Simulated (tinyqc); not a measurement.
Fully depleted semiconductor-on-insulator film with two gates, non-linear Poisson equation by Newton steps: one step of the calculation.

One dimension across the film, front interface at x = 0, back interface at x = ts. psi is counted from the intrinsic level, n = ni exp(psi/Vt) (source grounded), holes neglected, acceptors ionised. Gates act through Cox = eps0 eox/tox and Cbox = 3.9 eps0/tb with potentials G1 = Vg - (phiM - chi - Vt ln(Nc/ni)) and G2 = Vb - (phiB - chi - Vt ln(Nc/ni)). Classical Boltzmann densities, no interface charge, no depletion in the back plane.

Problem. Electron sheet density, centroid and oxide fields. n_i = ni exp(psi_i/Vt); N_inv = sum w_i n_i with w = ts/8, halved at the ends; centroid sum w n x/N_inv; fields (G1 - psi_0)/tox and (G2 - psi_8)/tb.

Inputs (values chosen for the exercise); band and dielectric values those of a made-up semiconductor:
```
symbol  value  unit                             meaning
T         300     K                         temperature
tox       3.6    nm                 insulator thickness
ts         16    nm                      film thickness
tb        120    nm  buried-oxide thickness (eps_r 3.9)
```

Constants: q = 1.602176634e-19 C, kB = 1.380649e-23 J/K, Vt = kB T/q. Results are converted to the units shown.

converged psi, node 0 to 8 (V): 0.49795016  0.45369122  0.43056059  0.41607003  0.40651552  0.40037432  0.39692634  0.39583627  0.39700707
ni = 6.5125856e10 cm^-3
G1 = 0.56517707 V
G2 = 0.73517707 V

Find: n; N_inv; centroid; field in the front oxide; field in the buried oxide.

Solution.

n, node 0 to 8 (cm^-3): 1.510e19  2.725e18  1.114e18  6.359e17  4.395e17  3.465e17  3.033e17  2.907e17  3.042e17
N_inv = 2.711e12 cm^-2
centroid = 2.275 nm
field in the front oxide = 0.1867 MV/cm
field in the buried oxide = 0.02818 MV/cm

The centroid lies at 0.14 of the film, near the front interface.

Computed by the program tinyqc: `OMP_NUM_THREADS=1 python tinyqc.py 2190171 2190172 out.jsonl`, one thread of a shared Intel Xeon 2.30GHz, about 0.5 s for the whole run.
